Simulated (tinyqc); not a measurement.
# p-i-n junction, non-linear Poisson equation by Newton steps: effects of single changes

One dimension, p side on the left, n side on the right; net doping C = -Na for x < 0, 0 for 0 < x < Li and +Nd beyond. The potential psi is counted from the intrinsic level, and the quasi-Fermi potentials are flat: 0 for holes and -V for electrons, so n = ni exp((psi + V)/Vt) and p = ni exp(-psi/Vt) (Boltzmann statistics, full ionisation, no current).

Parameters, values chosen for the exercise; band and dielectric values close to those of gallium arsenide: temperature T = 300 K; band gap Eg = 1.42 eV; relative permittivity eps_r = 12.9; conduction-band density of states at T Nc = 4.47e17 cm^-3; valence-band density of states at T Nv = 9.13e18 cm^-3; acceptor density of the p side Na = 3.7e15 cm^-3; donor density of the n side Nd = 5.7e15 cm^-3; bias of the p side against the n side V = 0 V; width of the undoped layer, from x = 0 to Li Li = 1800 nm.

Constants: q = 1.602176634e-19 C, kB = 1.380649e-23 J/K, Vt = kB T/q, eps0 = 8.8541878128e-14 F/cm where lengths are in cm. Results are converted to the units shown.

Each table varies one quantity; the others keep the values above.

## Capacitance and field against bias

The Poisson equation d/dx(eps0 eps_r dpsi/dx) = -q (p - n + C) is solved on a mesh of more than 1000 nodes that ends in neutral material (psi_p = -Vt ln(Na/ni), psi_n = Vt ln(Nd/ni) - V). C_j = q d/dV of the integral of p over x, from the linearised equation. ni = sqrt(Nc Nv) exp(-Eg/(2 Vt)), Eg in volts. Depletion approximation: Vbi = Vt ln(Na Nd/ni^2), W = sqrt(2 eps0 eps_r (Vbi - V)(1/Na + 1/Nd)/q), xp = W Nd/(Na + Nd), xn = W Na/(Na + Nd), peak field 2 (Vbi - V)/W, capacitance eps0 eps_r/W. The last column applies it to an abrupt Na-Nd junction.

Result of one run:

| V (V) | peak \|E\| (kV/cm) | C_j (nF/cm^2) | 1/C_j^2 (cm^4/uF^2) | eps0 eps_r/C_j (nm) | abrupt depletion C (nF/cm^2) |
|---|---|---|---|---|---|
| -0.87 | 9.907 | 5.411 | 3.415e4 | 2111 | 10.19 |

What becomes of these results when the bias of the p side against the n side V is changed from -0.87 to -4 V, all else the same?

Result of the changed run:

| V (V) | peak \|E\| (kV/cm) | C_j (nF/cm^2) | 1/C_j^2 (cm^4/uF^2) | eps0 eps_r/C_j (nm) | abrupt depletion C (nF/cm^2) |
|---|---|---|---|---|---|
| -4 | 23.29 | 4.497 | 4.945e4 | 2540 | 6.341 |

The whole series:

| V (V) | peak \|E\| (kV/cm) | C_j (nF/cm^2) | 1/C_j^2 (cm^4/uF^2) | eps0 eps_r/C_j (nm) | abrupt depletion C (nF/cm^2) |
|---|---|---|---|---|---|
| 0.17 | 5.553 | 5.997 | 2.780e4 | 1904 | 14.82 |
| -0.35 | 7.597 | 5.643 | 3.140e4 | 2024 | 11.88 |
| -0.87 | 9.907 | 5.411 | 3.415e4 | 2111 | 10.19 |
| -1.39 | 12.27 | 5.218 | 3.673e4 | 2189 | 9.070 |
| -1.92 | 14.63 | 5.043 | 3.932e4 | 2265 | 8.238 |
| -2.44 | 16.89 | 4.888 | 4.185e4 | 2337 | 7.610 |
| -2.96 | 19.08 | 4.747 | 4.439e4 | 2406 | 7.106 |
| -3.48 | 21.21 | 4.617 | 4.692e4 | 2474 | 6.691 |
| -4 | 23.29 | 4.497 | 4.945e4 | 2540 | 6.341 |

With V going from 0.17 to -4 V, C_j falls from 6.00 to 4.50 nF/cm^2 and the peak field rises from 5.55 to 23.3 kV/cm. The slope of 1/C_j^2, read as N = 2/(q eps0 eps_r |slope|), gives 1.58e15 cm^-3 between the first two rows and 2.24e15 cm^-3 between the last two, against Na Nd/(Na + Nd) = 2.24e15 cm^-3; it is not a straight line, so no single doping describes it. At the end C_j goes as (Vbi - V)^(-0.24) with Vbi = 1.11 V, and it is 29 % below the abrupt depletion formula (at the first row 60 % below it).

## Effect of the width of the undoped layer

Same model as above.

The abrupt values quoted are those of these depletion formulas.

Effect of the width of the undoped layer:

| Li (nm) | peak \|E\| (kV/cm) | C_j (nF/cm^2) | eps0 eps_r/C_j (nm) |
|---|---|---|---|
| 220 | 19.7 | 13.5 | 847 |
| 320 | 17.6 | 13.0 | 879 |
| 450 | 15.2 | 12.2 | 934 |
| 640 | 12.6 | 11.0 | 1.04e3 |
| 900 | 10.0 | 9.40 | 1.21e3 |
| 1300 | 7.69 | 7.48 | 1.53e3 |
| 1800 | 6.17 | 5.85 | 1.95e3 |

What does the comparison show?

As Li grows from 220 to 1800 nm, the peak field falls from 19.7 to 6.17 kV/cm and C_j falls from 13.5 to 5.85 nF/cm^2. The abrupt depletion formulas give 26.4 kV/cm and W = 838 nm; the first row's field is 25 % below that and the last row's 77 % below it. The same voltage drops over a longer distance, so the field falls.

Numbers from tinyqc (`OMP_NUM_THREADS=1 python tinyqc.py 2000061 2000062 out.jsonl`; about 0.06 s on one thread of a shared Intel Xeon 2.30GHz).
